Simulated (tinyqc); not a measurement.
# Carrier lifetime of a p-type layer with SRH, radiative, Auger and surface recombination: two studies

Uniform excess density dn = dp (no trapping), n = n0 + dn, p = p0 + dn, Boltzmann statistics, full ionisation. Surfaces enter as a rate 2 S dn/d, which holds while diffusion to them is fast.

Inputs (values chosen for the exercise); band and dielectric values close to those of 4H silicon carbide: temperature T = 300 K; band gap Eg = 3.3 eV; conduction-band density of states at T Nc = 1.71e19 cm^-3; valence-band density of states at T Nv = 2.54e19 cm^-3; radiative coefficient B = 1.5e-12 cm^3/s; acceptor density N = 3.7e14 cm^-3; Auger coefficient (two electrons) Cn = 4.9e-31 cm^6/s; Auger coefficient (two holes) Cp = 1.4e-31 cm^6/s; trap density Nt = 4.6e12 cm^-3; capture cross-section for electrons sn = 3e-16 cm^2; capture cross-section for holes sp = 5e-16 cm^2; thermal velocity (both carriers) vth = 2.3e7 cm/s; trap level below the conduction band Et = 2.38 eV; surface recombination velocity (both faces) S = 8000 cm/s; sample thickness d = 40 um.

Constants: q = 1.602176634e-19 C, kB = 1.380649e-23 J/K, Vt = kB T/q. Results are converted to the units shown.

Each table varies one quantity; the others keep the values above.

## Lifetime against injection

ni = sqrt(Nc Nv) exp(-Eg/(2 Vt)), Eg in volts; majority density N/2 + sqrt(N^2/4 + ni^2), n0 p0 = ni^2; n1 = Nc exp(-Et/Vt), p1 = Nv exp((Et - Eg)/Vt); tn0 = 1/(sn vth Nt), tp0 = 1/(sp vth Nt). With e = n p - ni^2 = dn (n0 + p0 + dn): U_SRH = e/(tp0 (n + n1) + tn0 (p + p1)), U_rad = B e, U_Aug = (Cn n + Cp p) e, U_s = 2 S dn/d. Each tau is dn over its rate; tau = dn/U with U the sum.

The same in every row: tau_s (s) = 2.500e-7.

Lifetime against injection:
```
dn (cm^-3)  tau_SRH (s)  tau_rad (s)  tau_Aug (s)   tau (s)  radiative share (%)  largest path
1e11           3.151e-5     0.001801        52.10  2.480e-7              0.01377       surface
1e12           3.156e-5     0.001797        51.41  2.480e-7              0.01380       surface
1e13           3.200e-5     0.001754        45.29  2.480e-7              0.01414       surface
1e14           3.553e-5     0.001418        18.53  2.482e-7              0.01750       surface
1e15           4.530e-5     4.866e-4        1.071  2.485e-7              0.05107       surface
1e16           4.974e-5     6.429e-5      0.01518  2.478e-7               0.3854       surface
1e17           5.034e-5     6.642e-6     1.580e-4  2.394e-7                3.605       surface
1e18           5.040e-5     6.664e-7     1.587e-6  1.626e-7                24.40       surface
1e19           5.041e-5     6.666e-8     1.587e-8  1.219e-8                18.29         Auger
```

Read the table: what changes, and by how much?

Surface recombination leads at dn = 1e11, Auger from 1e19 on. The total lifetime goes from 2.48e-7 through a maximum of 2.49e-7 (at dn = 1e15 among the rows listed) to 1.22e-8 s. tau_SRH goes from 3.15e-5 s (low-injection limit 3.15e-5 s) to 5.04e-5 s (high-injection limit tn0 + tp0 = 5.04e-5 s). Between the last two rows tau_rad goes as dn^(-1.00) and tau_Aug as dn^(-2.00); the radiative share goes from 0.0138 through a maximum of 24.4 (at dn = 1e18 among the rows listed) to 18.3 %. For dn = 1e19 the carriers are degenerate, where B and the Auger coefficients no longer stay constant.

## Effect of the capture cross-section for electrons at dn = 1e16 cm^-3

Same model as above.

Here dn = 1e16 cm^-3.

The same in every row: tau_rad (s) = 6.4288e-5; tau_Aug (s) = 0.015182; tau_s (s) = 2.5000e-7.

Result of one run:
```
sn (cm^2)  tau_SRH (s)    tau (s)  radiative share (%)  largest path
5e-17        2.0727e-4  2.4873e-7              0.38690       surface
```

What becomes of these results when the capture cross-section for electrons sn is changed from 5e-17 to 5e-14 cm^2, all else the same?

Result of the changed run:
```
sn (cm^2)  tau_SRH (s)    tau (s)  radiative share (%)  largest path
5e-14        1.8418e-5  2.4571e-7              0.38219       surface
```

The whole series:
```
sn (cm^2)  tau_SRH (s)    tau (s)  radiative share (%)  largest path
5e-19         0.018922  2.4902e-7              0.38736       surface
5e-18        0.0019086  2.4900e-7              0.38731       surface
5e-17        2.0727e-4  2.4873e-7              0.38690       surface
5e-16        3.7133e-5  2.4737e-7              0.38478       surface
5e-15        2.0119e-5  2.4598e-7              0.38263       surface
5e-14        1.8418e-5  2.4571e-7              0.38219       surface
5e-13        1.8248e-5  2.4567e-7              0.38215       surface
```

Surface recombination leads at sn = 5e-19 and in all other rows. tau_SRH falls from 0.0189 to 1.82e-5 s and the total lifetime falls from 2.49e-7 to 2.46e-7 s.

Range of the model: S d exceeds 2.5 cm^2/s, comparable with a diffusion coefficient, so 2 S/d overstates the surface loss.

Numbers from tinyqc (`OMP_NUM_THREADS=1 python tinyqc.py 2300044 2300045 out.jsonl`; about 0.01 s on one thread of a shared Intel Xeon 2.30GHz).
